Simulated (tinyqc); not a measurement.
Inside a calculation. Method: RHF in the 3-21g basis, for He, spin multiplicity 1. Computed by tinyqc, a small Python program that keeps every step (integrals from PySCF). Settings: charge = 0, multiplicity = 1, basis = 3-21g, energy threshold = 1e-09, iteration cap = 78, orthogonalisation = symmetric, start = random, DIIS depth = 6, damping = 0.7, method = RHF. Command: `OMP_NUM_THREADS=1 python tinyqc.py 26422 26423 out.jsonl` (the two numbers bound the seeds that draw the settings). One thread of a shared host (Intel(R) Xeon(R) Processor @ 2.60GHz), about 0.06 s of CPU time with the checks. Later iterations appear only in the table of the cycle.

## One-electron integrals

Geometry (angstrom):
```
atom       x       y       z
He    0.0000  0.0000  0.0000
```

Basis 3-21g: exponents (1/bohr^2) and contraction coefficients of normalised primitives:
```
element  l (shell)  exponent  coefficient
He           s (1)   13.6267       0.1752
He           s (1)    1.9993       0.8935
He           s (2)    0.3830       1.0000
```

Overlap, kinetic and nuclear-attraction integrals over the contracted functions; the nuclear repulsion is the sum of Za Zb / Rab.

nuclear repulsion = 0 hartree

overlap S:
```
        1He 1s  1He 2s
1He 1s  1.0000  0.5952
1He 2s  0.5952  1.0000
```

kinetic energy T (hartree):
```
        1He 1s  1He 2s
1He 1s  3.9161  0.5789
1He 2s  0.5789  0.5745
```

nuclear attraction V (hartree):
```
         1He 1s   1He 2s
1He 1s  -5.4897  -2.2353
1He 2s  -2.2353  -1.9751
```

core Hamiltonian H = T + V (hartree):
```
         1He 1s   1He 2s
1He 1s  -1.5736  -1.6563
1He 2s  -1.6563  -1.4006
```

## Two-electron integrals

Functions are numbered as in S; the eight-fold symmetry (ij|kl) = (ji|kl) = (kl|ij) leaves the list below.

Two-electron integrals (ij|kl) in chemists' order, unique and non-zero (hartree):
```
(11|11) 1.8033   (21|11) 0.8765   (21|21) 0.4521   (22|11) 0.9170
(22|21) 0.5147   (22|22) 0.6983
```

## Orthogonalisation

S = U s U^T; symmetric (Loewdin) form X = U s^(-1/2) U^T, so that X^T S X = 1.

eigenvalues of S: 0.4048  1.5952

X:
```
         1He 1s   1He 2s
1He 1s   1.1818  -0.3900
1He 2s  -0.3900   1.1818
```

## Starting guess

The start is random orthonormal orbitals; D = 2 C_occ C_occ^T.

D at the start:
```
         1He 1s   1He 2s
1He 1s   0.0413  -0.3102
1He 2s  -0.3102   2.3279
```

## Iteration 1: building the Fock matrix

J_ij = sum D_kl (ij|kl), K_ij = sum D_kl (ik|jl); F = H + J - 0.5 K; E = tr D H + tr D J / 2 - 0.25 tr D K + E_nn.

Coulomb J (hartree):
```
        1He 1s  1He 2s
1He 1s  1.6655  0.9539
1He 2s  0.9539  1.3442
```

exchange K (hartree):
```
        1He 1s  1He 2s
1He 1s  0.5832  0.8097
1He 2s  0.8097  1.3250
```

Fock matrix F (hartree):
```
         1He 1s   1He 2s
1He 1s  -0.1997  -1.1073
1He 2s  -1.1073  -0.7189
```

total energy of this density = -1.646481 hartree

This density is the starting one.

## Iteration 1: diagonalisation and new density

Diagonalise F' = X^T F X, C = X C', fill 1 alpha and 1 beta electrons from the bottom; D = 2 C_occ C_occ^T; the new density keeps 0.7 of the old one (damping). Each column has its largest component positive (the first on a tie).

F' = X^T F X (hartree):
```
         1        2
1   0.6325  -1.2914
2  -1.2914  -0.0137
```

orbital energies (hartree): MO1 -1.0218, MO2 1.6407

coefficients C:
```
           MO1      MO2
1He 1s  0.4198   1.1715
1He 2s  0.6915  -1.0346
```

D after iteration 1:
```
         1He 1s   1He 2s
1He 1s   0.1347  -0.0430
1He 2s  -0.0430   1.9165
```

## Iteration 2: building the Fock matrix

As before.

Coulomb J (hartree):
```
        1He 1s  1He 2s
1He 1s  1.9249  1.0656
1He 2s  1.0656  1.4176
```

exchange K (hartree):
```
        1He 1s  1He 2s
1He 1s  1.0339  1.0456
1He 2s  1.0456  1.3550
```

Fock matrix F (hartree):
```
         1He 1s   1He 2s
1He 1s  -0.1656  -1.1136
1He 2s  -1.1136  -0.6606
```

total energy of this density = -1.973217 hartree

This density is a damped mixture and is not idempotent.

## Iteration 2: DIIS over 2 matrices

error matrix X^T (FDS - SDF) X:
```
        1        2
1  0.0000  -1.5745
2  1.5745   0.0000
```

B (overlaps of the stored error matrices):
```
               1              2
1  8.9696889e+00  6.6689119e+00
2  6.6689119e+00  4.9582975e+00
```

Minimise |sum c_i e_i|^2 with sum c_i = 1: solve [B -1; -1 0][c; lambda] = [0; -1] with B_ij = tr e_i^T e_j, and take F = sum c_i F_i.

DIIS coefficients: -2.8985  3.8985

extrapolated F (hartree):
```
         1He 1s   1He 2s
1He 1s  -0.0668  -1.1318
1He 2s  -1.1318  -0.4914
```

## Iteration 2: diagonalisation and new density

As before.

F' = X^T F X (hartree):
```
         1        2
1   0.8753  -1.4955
2  -1.4955   0.3469
```

orbital energies (hartree): MO1 -0.9076, MO2 2.1298

coefficients C:
```
           MO1      MO2
1He 1s  0.4607   1.1560
1He 2s  0.6548  -1.0583
```

D after iteration 2:
```
        1He 1s  1He 2s
1He 1s  0.2216  0.1509
1He 2s  0.1509  1.5988
```

## Iteration 58 (converged): orbitals

converged F (hartree):
```
         1He 1s   1He 2s
1He 1s  -0.0708  -1.1180
1He 2s  -1.1180  -0.4994
```

Diagonalise F' = X^T F X, C = X C', fill 1 alpha and 1 beta electrons from the bottom; D = 2 C_occ C_occ^T. Each column has its largest component positive (the first on a tie).

F' = X^T F X (hartree):
```
         1        2
1   0.8557  -1.4686
2  -1.4686   0.3224
```

orbital energies (hartree): MO1 -0.9036, MO2 2.0817

coefficients C:
```
           MO1      MO2
1He 1s  0.4579   1.1571
1He 2s  0.6573  -1.0567
```

D after iteration 58:
```
        1He 1s  1He 2s
1He 1s  0.4194  0.6020
1He 2s  0.6020  0.8640
```

## Convergence

Stop when the energy changes by less than 1e-09 hartree and every element of the error matrix X^T (F D S - S D F) X is below 9e-06.

Course of the cycle:
```
iteration  E (hartree)     change  largest element of the error matrix
1            -1.646481          -                             2.12e+00
2            -1.973217  -3.27e-01                             1.57e+00
3            -2.216242  -2.43e-01                             1.12e+00
4            -2.394402  -1.78e-01                             7.91e-01
5            -2.523038  -1.29e-01                             5.57e-01
6            -2.614999  -9.20e-02                             3.91e-01
7            -2.680308  -6.53e-02                             2.74e-01
8            -2.726485  -4.62e-02                             1.92e-01
9            -2.759031  -3.25e-02                             1.34e-01
10           -2.781922  -2.29e-02                             9.39e-02
11           -2.797999  -1.61e-02                             6.57e-02
12           -2.809278  -1.13e-02                             4.60e-02
13           -2.817187  -7.91e-03                             3.22e-02
14           -2.822729  -5.54e-03                             2.26e-02
...                ...        ...                                  ...
45           -2.835680  -8.77e-08                             3.56e-07
46           -2.835680  -6.14e-08                             2.49e-07
47           -2.835680  -4.30e-08                             1.74e-07
48           -2.835680  -3.01e-08                             1.22e-07
49           -2.835680  -2.10e-08                             8.55e-08
50           -2.835680  -1.47e-08                             5.98e-08
51           -2.835680  -1.03e-08                             4.19e-08
52           -2.835680  -7.22e-09                             2.93e-08
53           -2.835680  -5.05e-09                             2.05e-08
54           -2.835680  -3.54e-09                             1.44e-08
55           -2.835680  -2.48e-09                             1.01e-08
56           -2.835680  -1.73e-09                             7.04e-09
57           -2.835680  -1.21e-09                             4.93e-09
58           -2.835680  -8.49e-10                             3.45e-09
```

PySCF RHF in the same basis = -2.835680 hartree

Converged in 58 iterations.

## Populations

Mulliken: Z minus the diagonal of D S on the atom; Loewdin: the same with S^(1/2) D S^(1/2).

Charges (e):
```
atom  Mulliken  Loewdin
1He          0        0
```
